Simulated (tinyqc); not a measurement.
# Worked calculation: input admittance of a MOSFET at zero drain bias: distributed channel and distributed gate

Numbers from tinyqc (`OMP_NUM_THREADS=1 python tinyqc.py 2262129 2262130 out.jsonl`; about 0.01 s on one thread of a shared Intel Xeon 2.30GHz). Printed values are rounded.

Source and drain grounded, strong inversion, w = 2 pi f, Cox = eps0 eox/tox. The channel is an RC line of resistance 1/(mu Cox Vo) per square fed from both ends, so one finger has the intrinsic admittance y = i w Cox L tanh(g)/g per width, g = (1/2) sqrt(i w tau), tau = L^2/(mu Vo). The vertical resistance rv/L is in series with y, the overlaps 2 i w Cov in parallel: y_t = 1/(1/y + rv/L) + 2 i w Cov. The gate strip is a line of Rsh/L per length loaded by y_t, so a finger has Y = y_t Wf tanh(k)/k, k = (Wf/sd) sqrt(y_t Rsh/L); the device has Nf Y.

Values chosen for this exercise; values of the order met in silicon radio-frequency transistors: relative permittivity of the gate insulator (close to zirconium oxide) eox = 25.6; insulator thickness tox = 12 nm; channel length L = 0.053 um; finger width Wf = 0.89 um; number of fingers Nf = 1; channel mobility mu = 250 cm^2/(V s); gate overdrive Vo = 0.56 V; sheet resistance of the gate Rsh = 31 ohm/square; vertical resistivity of the gate stack rv = 1.4 ohm um^2; number of ends at which a finger is contacted sd = 1; overlap and fringe capacitance on each side Cov = 0.18 fF/um; frequency f = 25 GHz.

Constants: eps0 = 8.8541878128e-14 F/cm where lengths are in cm. Results are converted to the units shown.

## Low-frequency resistances and capacitance

Low-frequency limits, with c = Cox L and ct = c + 2 Cov: R_strip = Rsh Wf/(3 sd^2 L Nf), R_ch = (c/ct)^2 L/(12 mu Cox Vo Wf Nf), R_vert = (c/ct)^2 rv/(L Wf Nf), C = ct Wf Nf.

parts (ohm): strip 173.522, channel 10.1519, vertical 16.0561
sum = 199.730 ohm
C = 1.21139 fF
1/(2 pi R C) = 657.798 GHz

The strip term is the largest, 86.9 % of the sum.

## Admittance of the channel and stack per width

tau, g, c = Cox L, y and y_t as defined.

tau = 0.200643 ps
g = 0.0627663+0.0627663i
c = 1.00111 fF/um
y = 0.413+157.253i uS/um
y_t = 1.066+213.796i uS/um

w tau = 0.0315, and Im y is 1.00 of w c.

## Input impedance of the device

k and Y as defined; Z = 1/(Nf Y) = R + 1/(i w C); Q = |Im Z|/R; signal at the point farthest from a contact |1/cosh k|.

k = 0.223100+0.221991i
Nf Y = 0.007218+0.189967i mS
R = 199.713 ohm
C = 1.21111 fF
Q = 26.3201
signal at the far point = 0.998937

R is within 0.01 % of its low-frequency limit and C is 0.023 % below its own.
